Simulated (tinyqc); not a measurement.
# LED efficiency against current

ABC model of an LED: J = q da (A n + Ba n^2 + Ca n^3), IQE = Ba n^2/(A n + Ba n^2 + Ca n^3), differential lifetime 1/(A + 2 Ba n + 3 Ca n^2).

Parameters, values chosen for the exercise:
```
symbol,value,unit,meaning
A,2.1e5,1/s,defect coefficient of the active layer
Ba,4.1e-11,cm^3/s,radiative coefficient of the active layer
Ca,8.5e-30,cm^6/s,Auger coefficient of the active layer
da,3.1,nm,thickness of the active layer
```

Constants: q = 1.602176634e-19 C. Results are converted to the units shown.

Results:
```
J (A/cm^2)	n (cm^-3)	IQE (%)	defect share (%)	Auger share (%)	differential lifetime (ns)
0.0002	7.6703e15	59.903	40.001	0.095258	1189.8
0.003	3.5783e16	86.914	12.441	0.64477	314.78
0.01	6.7114e16	91.724	7.0001	1.2762	171.58
0.05	1.5182e17	93.878	3.1671	2.9549	75.487
0.2	3.0163e17	92.634	1.5730	5.7927	36.679
0.9	6.2334e17	87.916	0.72240	11.361	16.331
4	1.2473e18	79.196	0.32523	20.478	7.0346
20	2.5355e18	65.459	0.13223	34.409	2.6877
```

Estimate the missing row, J = 0.0007 A/cm^2.

Computed row:
```
J (A/cm^2)	n (cm^-3)	IQE (%)	defect share (%)	Auger share (%)	differential lifetime (ns)
0.0007	1.6132e16	75.709	24.037	0.25321	649.57
```

With this row back in the table: The IQE goes from 59.9 through a maximum of 93.9 (at J = 0.05 A/cm^2 among the rows listed) to 65.5 %. The exact peak, Q/(Q + 2) = 93.9 % with Q = Ba/sqrt(A Ca) = 30.7, lies at n = sqrt(A/Ca) = 1.57e17 cm^-3, J = 0.0536 A/cm^2, where the defect and Auger shares are equal. n goes as J^(0.59) at the low end and J^(0.44) at the high end.

tinyqc, about 0.01 s, one thread, Intel Xeon 2.30GHz (shared host): `OMP_NUM_THREADS=1 python tinyqc.py 2300062 2300063 out.jsonl`
